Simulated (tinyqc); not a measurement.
Length of a polyene: Hueckel, PPP and singles CI along the polyenes. Computed by the program tinyqc. Hueckel uses the same beta without repulsion; CIS keeps all single excitations and so misses the low, doubly excited 2Ag state. W is the valence ionisation energy of a centre, MN the Mataga-Nishimoto formula, f the oscillator strength.

All-trans chains of carbon centres 1.40 angstrom apart:
```
parameter                               value
beta (eV), times 1 +/- alternation  -2.580000
alternation                          0.050000
W (eV)                              11.160000
gamma_rr (eV)                       10.330000
repulsion formula                        Ohno
```

Gaps and excitations (eV):
```
centres  Hueckel gap  PPP orbital gap  bright singlet (CIS)      f  lowest triplet (CIS)
2              5.418           12.707                 6.939  0.595                 3.897
4              3.496            9.973                 5.373  1.121                 2.708
6              2.620            8.588                 4.469  1.581                 2.140
8              2.124            7.760                 3.890  1.994                 1.830
10             1.806            7.216                 3.490  2.367                 1.644
12             1.586            6.837                 3.201  2.710                 1.523
14             1.425            6.561                 2.986  3.032                 1.442
```

What does the comparison show, and why?

The Hueckel gap tends to 4 x alternation x |beta| = 0.52 eV for long chains. Exchange opens the PPP orbital gap, and the attraction of electron and hole brings the bright state 3.58 eV below it at 14 centres; the triplet lies 1.54 eV lower still.
